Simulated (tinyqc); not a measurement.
Capture against depth of the level: configuration-coordinate model of carrier capture at a defect.

Two parabolas of equal curvature k in one coordinate Q: with the carrier free at the band edge, U_f = k Q^2/2; with the carrier trapped, U_t = k (Q - dQ)^2/2 - ET. ER = k dQ^2/2, Huang-Rhys factor S = ER/hw, hw = 0.0646541 sqrt(k/M) eV for k in eV/angstrom^2 and M in u. The curves cross at a height Eb = (ER - ET)^2/(4 ER) above the free minimum.

Multiphonon factor for giving p = ET/hw phonons to the lattice: W = exp(-S (2 nb + 1)) ((nb + 1)/nb)^(p/2) I_p(x), nb = 1/(exp(hw/kT) - 1), x = 2 S sqrt(nb (nb + 1)), I_p the modified Bessel function. Classical limit: W = hw exp(-Eb/kT)/sqrt(4 pi ER kT). At T = 0: exp(-S) S^p/Gamma(p + 1).

Constants: kB = 8.617333262e-05 eV/K.

Values chosen for the exercise (out of a larger set: of the size met at an oxide trap near a Si / SiO2 interface; not measured data):

| symbol | value | unit | meaning |
|---|---|---|---|
| ER | 1.48 | eV | relaxation energy |
| hw | 0.036 | eV | phonon energy of the mode |
| T | 150 | K | temperature |

ET is varied at fixed ER, hw and T, as by moving the band edge with alloying or pressure.

Against ET:

| ET/ER | ET (eV) | Eb (eV) | log10 W | log10 W, classical |
|---|---|---|---|---|
| 0.10 | 0.148 | 0.2997 | -9.499 | -11.204 |
| 0.25 | 0.370 | 0.2081 | -6.656 | -8.127 |
| 0.50 | 0.740 | 0.0925 | -3.416 | -4.242 |
| 0.75 | 1.110 | 0.0231 | -1.716 | -1.911 |
| 1.00 | 1.480 | 0.0000 | -1.233 | -1.134 |
| 1.25 | 1.850 | 0.0231 | -1.736 | -1.911 |
| 1.50 | 2.220 | 0.0925 | -3.060 | -4.242 |
| 2.00 | 2.960 | 0.3700 | -7.715 | -13.566 |
| 3.00 | 4.440 | 1.4800 | -23.105 | -50.860 |

What can be read from this table?

Capture is fastest at ET/ER = 1 among these rows, where the barrier vanishes or nearly so. The classical form is symmetric about ET = ER; the quantum one gives -3.42 at 0.5 and -3.06 at 1.5, against -4.24 for both. At ET = 3 ER it lies 27.8 decades above the classical value: deep levels capture by emitting many phonons, and the rate falls with depth by 10.4 decades per eV between the last two rows. Rows deeper than the gap of the host are formal.

Program tinyqc; command `OMP_NUM_THREADS=1 python tinyqc.py 1451424 1451425 out.jsonl`; about 0.01 s on one thread of a shared Intel(R) Xeon(R) Processor @ 2.30GHz.
